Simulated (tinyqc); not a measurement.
# Transfer-length model of a contact: two studies

A metal contact of length d and width W on a thin layer of the same width. The metal has no resistance, the sheet resistance under it equals Rsh, and current enters the layer at the front edge x = 0.

Parameters, values chosen for the exercise: sheet resistance of the semiconductor layer Rsh = 87 ohm/sq; specific contact resistivity rc = 5.6e-9 ohm cm^2; contact length d = 0.033 um; contact width W = 1.9 um.

Each table varies one quantity; the others keep the values above.

## Effect of the contact length

Transfer length Lt = sqrt(rc/Rsh); front resistance Rc = (Rsh Lt/W) coth(d/Lt); end resistance Re = (Rsh Lt/W)/sinh(d/Lt).

Effect of the contact length:

| d (um) | d/Lt | Rc W (ohm um) | rc/d (ohm um) | Re/Rc |
|---|---|---|---|---|
| 0.013 | 0.16204 | 43.453 | 43.077 | 0.98701 |
| 0.02 | 0.24928 | 28.578 | 28.000 | 0.96971 |
| 0.03 | 0.37393 | 19.529 | 18.667 | 0.93394 |
| 0.046 | 0.57335 | 13.480 | 12.174 | 0.85549 |
| 0.07 | 0.87250 | 9.9339 | 8.0000 | 0.71155 |
| 0.11 | 1.3711 | 7.9414 | 5.0909 | 0.47694 |
| 0.17 | 2.1189 | 7.1845 | 3.2941 | 0.23690 |
| 0.25 | 3.1161 | 7.0075 | 2.2400 | 0.088489 |
| 0.39 | 4.8611 | 6.9808 | 1.4359 | 0.015484 |

What does the comparison show?

Rc W falls from 43.5 to 6.98 ohm um, as d^(-0.97) between the first two rows. It levels off at sqrt(rc Rsh) = 6.98 ohm um and, among the rows, is within 5 % of that from d = 0.17 um on (Lt = 0.0802 um): metal beyond two transfer lengths lowers Rc by less than 4 %.

## Effect of the sheet resistance

Same model as above.

Effect of the sheet resistance:

| Rsh (ohm/sq) | Lt (um) | d/Lt | Rc W (ohm um) | Re W (ohm um) |
|---|---|---|---|---|
| 3 | 0.4320 | 0.07638 | 17.00 | 16.95 |
| 7.4 | 0.2751 | 0.1200 | 17.05 | 16.93 |
| 19 | 0.1717 | 0.1922 | 17.18 | 16.87 |
| 47 | 0.1092 | 0.3023 | 17.48 | 16.71 |
| 120 | 0.06831 | 0.4831 | 18.27 | 16.33 |
| 290 | 0.04394 | 0.7510 | 20.05 | 15.47 |
| 740 | 0.02751 | 1.200 | 24.42 | 13.49 |
| 1800 | 0.01764 | 1.871 | 33.29 | 10.01 |

Rc W rises from 17.0 to 33.3 ohm um while Re W falls from 17.0 to 10.0 ohm um; for Rsh going to zero both tend to rc/d = 17.0 ohm um. A larger Rsh shortens Lt and crowds the current to the front edge. In 1 of the 8 rows Lt is below 20 nm, near the thickness of a real layer, where current spreads in depth and the line model fails.

Numbers from tinyqc (`OMP_NUM_THREADS=1 python tinyqc.py 2760034 2760035 out.jsonl`; about 0.01 s on one thread of a shared Intel Xeon 2.30GHz).
